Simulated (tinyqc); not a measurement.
Two electrons on one impurity (helium-like model): one step. Units and equal orbitals. Five cases, with inputs chosen for the exercise.

Task: Give Ha*, a*, the best common exponent Z - 5/16, E = -(Z - 5/16)^2, and the binding of the second electron -Z^2/2 - E.

Units Ha* = 2 Ry m/eps^2 and a* = a0 eps/m. One electron is bound by Z^2/2. Two electrons in the singlet built from exp(-a r) and exp(-b r): S = 8 (ab)^(3/2)/(a + b)^3, h_aa = a^2/2 - Z a, h_bb alike, h_ab = S (ab/2 - Z (a + b)/2), J = ab (a^2 + 3ab + b^2)/(a + b)^3, K = 20 (ab)^3/(a + b)^5, E = (h_aa + h_bb + 2 S h_ab + J + K)/(1 + S^2). For a = b this is a^2 - 2 Z a + 5a/8. Real double donors are deeper, since the central cell is left out.

Constants: Ry = 13.60569312 eV; a0 (Bohr radius) = 0.5291772105 angstrom.

Give: Ha*; a*; exponent; E with equal orbitals; binding of the second electron.

Case 1.

Values chosen (out of a larger set: near those of impurities in Si; not measured data): m = 0.298 m0 (one mean mass); eps = 11.8 (dielectric constant); Z = 2 (effective charge (1: D- centre, 2: double donor; other values mimic a central cell)).

Result:

Ha* = 58.238 meV
a* = 20.95 angstrom
exponent = 1.6875
E with equal orbitals = -2.84766 Ha*
binding of the second electron = 49.37 meV

The first electron is bound by 116.5 meV, 2.36 times as much as the second.

Case 2.

Values chosen (out of a larger set: near those of impurities in 3C SiC; not measured data): m = 0.347 m0 (one mean mass); eps = 9.7 (dielectric constant); Z = 2 (effective charge (1: D- centre, 2: double donor; other values mimic a central cell)).

Result:

Ha* = 100.354 meV
a* = 14.79 angstrom
exponent = 1.6875
E with equal orbitals = -2.84766 Ha*
binding of the second electron = 85.07 meV

The first electron is bound by 200.7 meV, 2.36 times as much as the second.

Case 3.

Values chosen (out of a larger set: near those of impurities in Si; not measured data): m = 0.296 m0 (one mean mass); eps = 11.4 (dielectric constant); Z = 1 (effective charge (1: D- centre, 2: double donor; other values mimic a central cell)).

Result:

Ha* = 61.977 meV
a* = 20.38 angstrom
exponent = 0.6875
E with equal orbitals = -0.47266 Ha*
binding of the second electron = -1.69 meV

With equal orbitals the second electron is not bound; this is a fault of the trial function, since unequal orbitals do bind it.

Case 4.

Values chosen (out of a larger set: near those of impurities in Si; not measured data): m = 0.318 m0 (one mean mass); eps = 11.7 (dielectric constant); Z = 2 (effective charge (1: D- centre, 2: double donor; other values mimic a central cell)).

Result:

Ha* = 63.213 meV
a* = 19.47 angstrom
exponent = 1.6875
E with equal orbitals = -2.84766 Ha*
binding of the second electron = 53.58 meV

The first electron is bound by 126.4 meV, 2.36 times as much as the second.

Case 5.

Values chosen (out of a larger set: near those of impurities in GaAs; not measured data): m = 0.065 m0 (one mean mass); eps = 13 (dielectric constant); Z = 2.6 (effective charge (1: D- centre, 2: double donor; other values mimic a central cell)).

Result:

Ha* = 10.466 meV
a* = 105.84 angstrom
exponent = 2.2875
E with equal orbitals = -5.23266 Ha*
binding of the second electron = 19.39 meV

The first electron is bound by 35.4 meV, 1.82 times as much as the second.

Computed by tinyqc, one run a case: `OMP_NUM_THREADS=1 python tinyqc.py N N+1 out.jsonl` with N = 1250004, 1250015, 1250059, 1250439, 1250524; one thread of a shared Intel(R) Xeon(R) Processor @ 2.30GHz, about 0.06 s a run at most.
